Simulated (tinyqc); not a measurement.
# Resistance of a tapered via with liner, size effect and interface: effects of single changes

A round via whose diameter grows from db at the bottom as D(z) = db + 2 z/tan(ang). The fill, of diameter D - 2 tl, starts above the bottom liner (thickness fb tl) and has rho = rho0 (1 + ks lam/(D - 2 tl)); the sidewall liner conducts in parallel with it. The bottom liner and the interface are crossed over the full area pi db^2/4. Spreading in the lines above and below is left out.

Inputs (values chosen for the exercise); fill metal close to ruthenium:
- db = 18 nm (diameter at the bottom)
- hv = 43 nm (height)
- ang = 88 degrees (sidewall angle)
- rho0 = 7.62 uohm cm (bulk resistivity of the fill)
- lam = 6.69 nm (mean free path of the fill)
- ks = 1.5 (size-effect factor)
- tl = 0.3 nm (liner on the sidewall)
- fb = 1 (liner at the bottom over that on the sidewall)
- rl = 390 uohm cm (resistivity of the liner)
- ri = 6.5e-13 ohm cm^2 (interface resistivity at the bottom)
- Sb = 1.5e15 S/m^2 (ballistic conductance per area, about 3/(4 rho0 lam))
- rho2 = 6.34 uohm cm (bulk resistivity of the second fill (close to cobalt))
- lam2 = 11.8 nm (its mean free path)
- tl2 = 1.6 nm (its liner)

Each table varies one quantity; the others keep the values above.

## Via resistance against the diameter at the bottom

Slices between z0 = fb tl and hv, evaluated at their midpoints: conductance per length pi/4 [(D - 2 tl)^2/rho + (D^2 - (D - 2 tl)^2)/rl], slice resistance = slice height over that. 2000 slices. R_fill = sum of the slices; R_bottom = rl fb tl/(pi db^2/4); R_interface = ri/(pi db^2/4); ballistic (Sharvin) limit 1/(Sb pi (db - 2 tl)^2/4); ideal cylinder rho0 hv/(pi db^2/4).

Results:
```
db (nm)	R_fill (ohm)	R_bottom (ohm)	R_interface (ohm)	R (ohm)	ballistic limit (ohm)	R over ideal cylinder	largest part
6	227.2	41.38	2.299	270.9	29.11	2.338	fill
11	54.83	12.31	0.6840	67.83	7.848	1.967	fill
16	23.27	5.819	0.3233	29.42	3.579	1.805	fill
22	11.39	3.078	0.1710	14.64	1.853	1.699	fill
30	5.754	1.655	0.09196	7.501	0.9820	1.618	fill
42	2.778	0.8445	0.04692	3.669	0.4952	1.552	fill
58	1.397	0.4428	0.02460	1.865	0.2576	1.504	fill
80	0.7113	0.2328	0.01293	0.9570	0.1346	1.468	fill
```

Estimate the missing row, db = 8.3 nm.

Computed row:
```
db (nm)	R_fill (ohm)	R_bottom (ohm)	R_interface (ohm)	R (ohm)	ballistic limit (ohm)	R over ideal cylinder	largest part
8.3	105.6	21.62	1.201	128.4	14.32	2.121	fill
```

With this row back in the table: R falls from 271 to 0.957 ohm. The fill is the largest part at db = 6 and in all other rows. R goes as db^(-2.30) between the first two rows and db^(-2.07) between the last two; area alone gives -2.

## Via resistance against the interface resistivity at the bottom

Same model as above.

2000 slices.

The same in every row: R_fill (ohm) = 17.84; R_bottom (ohm) = 4.598; ballistic limit (ohm) = 2.804.

Results:
```
ri (ohm cm^2)	R_interface (ohm)	R (ohm)	R over ideal cylinder	largest part
2e-13	0.07860	22.52	1.749	fill
1e-12	0.3930	22.83	1.773	fill
2e-12	0.7860	23.23	1.804	fill
6e-12	2.358	24.80	1.926	fill
1e-11	3.930	26.37	2.048	fill
3e-11	11.79	34.23	2.658	fill
```

Estimate the missing row, ri = 5e-13 ohm cm^2.

Computed row:
```
ri (ohm cm^2)	R_interface (ohm)	R (ohm)	R over ideal cylinder	largest part
5e-13	0.1965	22.64	1.758	fill
```

With this row back in the table: R rises from 22.5 to 34.2 ohm. The fill is the largest part at ri = 2e-13 and in all other rows. The share of the two bottom terms goes from 20.8 to 47.9 %.

## Two fill metals against the diameter

2000 slices. R_fill = sum of the slices; R_bottom = rl fb tl/(pi db^2/4); R_interface = ri/(pi db^2/4). The second fill has rho2, lam2 and tl2 in place of rho0, lam and tl.

Two fill metals against the diameter:
```
db (nm)	R, first fill (ohm)	R, second fill (ohm)	ratio second/first
6	270.91	1118.6	4.1290
8.5	121.64	367.05	3.0176
12	55.790	140.12	2.5115
17	25.736	58.199	2.2614
24	12.125	25.881	2.1345
35	5.3987	11.139	2.0633
49	2.6532	5.3866	2.0303
70	1.2615	2.5374	2.0115
100	0.60452	1.2100	2.0016
```

What does the table show?

The ratio goes from 4.13 to 2.00. The first fill gives the lower R in every row.

Computed by the program tinyqc: `OMP_NUM_THREADS=1 python tinyqc.py 2750117 2750118 out.jsonl`, one thread of a shared Intel Xeon 2.30GHz, about 0.01 s for the whole run.
